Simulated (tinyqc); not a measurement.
Permittivity and interface capacitance from two thicknesses.

Question. 1/C = t/(eps0 ek) + 2/ci for planar capacitors that differ only in thickness. Find ek, ci and the EOT of the interfaces, 2 x 3.9 eps0/ci.

Constants: eps0 = 8.8541878128e-14 F/cm where lengths are in cm. Results are converted to the units shown.

C at t = 5.4 and 16 nm (uF/cm^2): [21.497585, 7.4681601]

Answer. 1/C is a straight line in t: the slope gives ek and the intercept 2/ci. A single thickness would give only the effective permittivity; when the interfaces are a small part of 1/C, ci needs very accurate data.

ek = 137.0
ci = 1000 uF/cm^2
EOT of the interfaces = 0.006906 nm

Program tinyqc, `OMP_NUM_THREADS=1 python tinyqc.py 2102058 2102059 out.jsonl`; Intel Xeon 2.30GHz, shared host, one thread, about 0.01 s.
